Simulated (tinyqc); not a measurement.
Cyclotron resonance of ellipsoidal valleys, Si type, step by step. Values are carried at full precision from step to step, so a last printed digit may differ when a step is redone from the rounded ones.

Valleys along [100], [010], [001] (each with its opposite partner), mass ml along the axis and mt across it. B lies in the (1-10) plane, b = (sin(theta)/sqrt2, sin(theta)/sqrt2, cos(theta)). For the angle phi between B and the axis, 1/mc^2 = cos^2(phi)/mt^2 + sin^2(phi)/(mt ml). Resonance: h nu = 2 muB B/mc, h = 2 pi hbar.

Constants: hbar = 6.58211957e-16 eV s; muB = 5.788381798e-05 eV/T.

Inputs chosen for the exercise (near those of Si; not measured data):
- theta = 21 degrees (angle of B from [001] towards [110])
- ml = 0.88 m0 (longitudinal mass)
- mt = 0.196 m0 (transverse mass)
- nu = 24 GHz (microwave frequency)
- tau = 40 ps (scattering time)

## Angles to the valley axes

Give b and cos^2(phi) for each axis.

b: 0.2534  0.2534  0.9336

cos^2(phi): [100] 0.0642, [010] 0.0642, [001] 0.8716

## Cyclotron masses and resonance fields

For each axis, mc and B = h nu mc/(2 muB).

Resonances:

| axis | mc (m0) | B (T) |
|---|---|---|
| [100] | 0.3754 | 0.3218 |
| [010] | 0.3754 | 0.3218 |
| [001] | 0.2066 | 0.1771 |

2 distinct masses appear; the limits are mt = 0.196 (B along the axis) and sqrt(ml mt) = 0.4153 (B across it).

## The same from the mass tensor

For the valley along [001]: M = mt 1 + (ml - mt) a a^T, and mc^2 = det M/(b M b).

M (m0), lower triangle:
```
        x       y       z
x  0.1960
y       0  0.1960
z       0       0  0.8800
```

det M = 0.033806
b M b = 0.7922
mc = 0.2066 m0

## Line shape

For linear polarisation and one isotropic mass the absorbed power goes as P = [1 + (w^2 + wc^2) tau^2]/([1 + (wc^2 - w^2) tau^2]^2 + 4 w^2 tau^2), w = 2 pi nu. List it for wc/w = 0, 0.5, 0.8, 0.9, 1, 1.1, 1.2, 1.5 and 2, which is B over the resonance field.

w tau = 6.032

Power:

| wc/w | P |
|---|---|
| 0.0 | 0.02675 |
| 0.5 | 0.05556 |
| 0.8 | 0.2078 |
| 0.9 | 0.3704 |
| 1.0 | 0.5034 |
| 1.1 | 0.3697 |
| 1.2 | 0.2065 |
| 1.5 | 0.05171 |
| 2.0 | 0.01490 |

The largest listed value lies at wc/w = 1.0, 18.8 times the zero-field value. With w tau well above 1 the line is sharp, of relative half width about 1/(w tau). The closest two lines of this crystal are 81.7 % apart, so they are resolved.

## Checks

- Rotation frequency of dv/dt = -M^-1 (v x b) for the valley along [001], in units of e B/m0, against 1/mc: both 4.8407.

Run: tinyqc, `OMP_NUM_THREADS=1 python tinyqc.py 1251539 1251540 out.jsonl`; Intel(R) Xeon(R) Processor @ 2.30GHz, one thread, shared host; about 0.01 s of CPU time with all checks.
